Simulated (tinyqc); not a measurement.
# Inverter chain driving a load

N inverters, each f = Hc^(1/N) times larger than the one before: delay tau N (f + pp). Switched capacitance in units of the first input, with output capacitance pp times the input: Hc + (1 + pp)(Hc - 1)/(f - 1).

Inputs (values chosen for the exercise):

| symbol | value | unit | meaning |
|---|---|---|---|
| Hc | 32 |  | load over the input capacitance of the chain |
| pp | 1 |  | parasitic delay of an inverter |
| tau | 7.1 | ps | delay unit |

Result of one run:
```
f,delay (ps),switched capacitance
5.6569,94.527,45.314
```

Which number of stages N gave this result: 2, 3, 4 or 7?

N = 2.

The whole series:
```
N,f,delay (ps),switched capacitance
1,32.000,234.30,34.000
2,5.6569,94.527,45.314
3,3.1748,88.923,60.508
4,2.3784,95.947,76.979
5,2.0000,106.50,94.000
6,1.7818,118.50,111.30
7,1.6407,131.24,128.77
```

The delay goes from 234 through a minimum of 88.9 (at N = 3 among the rows listed) to 131 ps. The best stage effort solves pp + rho (1 - ln rho) = 0, rho = 3.59, which gives N = ln Hc/ln rho = 2.71. One stage fewer than the best costs 6.3 % in delay and saves 25 % of the switched capacitance.

Program tinyqc, `OMP_NUM_THREADS=1 python tinyqc.py 2082158 2082159 out.jsonl`; Intel Xeon 2.30GHz, shared host, one thread, about 0.01 s.
